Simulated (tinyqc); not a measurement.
Sweep of a biaxial (001) stress: six-band Luttinger-Kohn model with strain.

Six-band Luttinger-Kohn model in the basis |3/2,3/2>, |3/2,1/2>, |3/2,-1/2>, |3/2,-3/2>, |1/2,1/2>, |1/2,-1/2>, electron energies, zero at the top of the unstrained valence band. H = -[rows: (P+Q, -S, R, 0, -S/r2, r2 R); (-S*, P-Q, 0, R, -r2 Q, r32 S); (R*, 0, P-Q, S, r32 S*, r2 Q); (0, R*, S*, P+Q, -r2 R*, -S*/r2); (-S*/r2, -r2 Q, r32 S, -r2 R, P+Dso, 0); (r2 R*, r32 S*, r2 Q, -S/r2, 0, P+Dso)], r2 = sqrt(2), r32 = sqrt(3/2). Levels are twofold.

P = c g1 k^2 - av tr(e); Q = c g2 (kx^2 + ky^2 - 2 kz^2) - (b/2)(exx + eyy - 2 ezz); R = c sqrt3 [-g2 (kx^2 - ky^2) + 2i g3 kx ky] + (sqrt3/2) b (exx - eyy) - i d exy; S = 2 c sqrt3 g3 (kx - i ky) kz - d (exz - i eyz); c = hbar^2/2m0, e the strain tensor (not engineering shear).

s11 = (C11 + C12)/((C11 - C12)(C11 + 2 C12)), s12 = -C12/((C11 - C12)(C11 + 2 C12)), s44 = 1/C44; exx = s11 sxx + s12 (syy + szz) and cyclic, exy = s44 sxy/2; tension is positive. A uniaxial stress X along the unit vector n is s_ij = X n_i n_j.

Constants: hbar^2/2m0 = 3.80998211 eV angstrom^2.

Values chosen for the exercise (near those of InP; not measured data): Dso = 0.111 eV (spin-orbit splitting); g1 = 5.05 (Luttinger gamma1); g2 = 1.61 (gamma2); g3 = 2.11 (gamma3); av = 0.6 eV (valence hydrostatic potential); b = -2.03 eV (tetragonal shear potential); d = -4.97 eV (trigonal shear potential); C11 = 102.4 GPa; C12 = 54.9 GPa; C44 = 45 GPa; load = biaxial (001) (kind of stress).

Edges at k = 0 and curvature masses of the top pair along [110] and [001] (step 0.0002 1/angstrom); at zero stress the top is fourfold and has no single curvature.

Edges and masses:
```
X (GPa),top (eV),second (eV),third (eV),splitting (meV),m [110],m [001]
-1.50,0.0556,-0.0024,-0.1897,58.0,0.150,0.546
-1.00,0.0371,-0.0131,-0.1519,50.2,0.150,0.546
-0.50,0.0185,-0.0150,-0.1231,33.5,0.150,0.546
0.00,0.0000,0.0000,-0.1110,0.0,-,-
0.50,0.0308,-0.0185,-0.1147,49.3,0.390,0.100
1.00,0.0693,-0.0371,-0.1263,106.4,0.454,0.093
1.50,0.1111,-0.0556,-0.1410,166.7,0.488,0.090
```

The splitting reaches 58.0 meV under compression and 166.7 meV under the same tension; linear shear terms alone would make the two equal, and the difference comes from the coupling to the split-off band. At the ends of the sweep the top pair has a mass along [110] of 0.150 under compression and 0.488 under tension, so compression gives the lighter holes along [110]; along [001] it has 0.546 and 0.090. The top edge itself moves by +56 and +111 meV.

tinyqc: `OMP_NUM_THREADS=1 python tinyqc.py 1051130 1051131 out.jsonl`; about 0.03 s, one thread, shared Intel(R) Xeon(R) Processor @ 2.30GHz.
